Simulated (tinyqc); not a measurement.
Linear model of a band gap against the share of exact exchange: sweeps and comparisons. A value that a table varies takes the place of the one given here.

E(alpha) = E0 + S alpha. A wider gap screens less, modelled in the Penn form eps(alpha) = 1 + (e0 - 1)(EP/(EP + S alpha))^2 with a scale EP chosen for the exercise. A dielectric-dependent hybrid takes alpha = 1/eps.

Parameters, chosen for this exercise (of the order of those of InP; shifted at random, so the results belong to these values and not to a real crystal): E0 = 0.68 eV (gap of the semi-local functional); S = 5.52 eV (slope dE/d(alpha)); e0 = 10.46 (optical dielectric constant at alpha = 0); EP = 11.1 eV (energy scale of the screening); Et = 1.42 eV (target gap).

## Sweep of alpha

Also the exciton scale relative to alpha = 0, (m/m(0))(eps(0)/eps)^2, with a mass proportional to E + D, D = E0/2 + 0.3 eV, a k.p rule for direct gaps only.

Results:

| alpha | E (eV) | eps | alpha eps | exciton scale |
|---|---|---|---|---|
| 0.00 | 0.680 | 10.460 | 0.000 | 1.00 |
| 0.05 | 0.956 | 10.007 | 0.500 | 1.32 |
| 0.10 | 1.232 | 9.585 | 0.958 | 1.69 |
| 0.15 | 1.508 | 9.192 | 1.379 | 2.11 |
| 0.20 | 1.784 | 8.826 | 1.765 | 2.58 |
| 0.25 | 2.060 | 8.484 | 2.121 | 3.11 |
| 0.35 | 2.612 | 7.863 | 2.752 | 4.36 |
| 0.50 | 3.440 | 7.068 | 3.534 | 6.77 |

How do the results move?

alpha eps reaches 1 between alpha = 0.1 and 0.15 (fixed point 0.105), and the target gap is met between 0.1 and 0.15. At the fixed point the gap is 1.26 eV, -0.16 eV from the target. From 0 to 0.25 the gap grows by 1.38 eV while eps falls by 19 %; the exciton scale, which takes both, grows by a factor of 3.11.

## What each parameter does

Fixed point alpha = 1/eps(alpha), gap and eps there. Each row changes one parameter from the base and keeps the others.

Results:

| case | alpha | E (eV) | eps |
|---|---|---|---|
| base | 0.1048 | 1.258 | 9.546 |
| E0 = 0.612 eV | 0.1048 | 1.190 | 9.546 |
| S = 4.968 eV | 0.1037 | 1.195 | 9.639 |
| e0 = 9.414 | 0.1175 | 1.329 | 8.511 |
| EP = 9.99 eV | 0.1059 | 1.265 | 9.443 |

How do the results move?

The largest shifts from the base row, up to three for each result and ties (the steps differ in size, so this ranks the rows, not the parameters). alpha: e0 +0.0127, EP +0.0011, S -0.0010; unchanged at the printed digits by E0. E (eV): e0 +0.070, E0 -0.068, S -0.063. eps: e0 -1.036, EP -0.103, S +0.093; unchanged at the printed digits by E0.

tinyqc: `OMP_NUM_THREADS=1 python tinyqc.py 1851004 1851005 out.jsonl`; about 0.01 s, one thread, shared Intel(R) Xeon(R) Processor @ 2.30GHz.
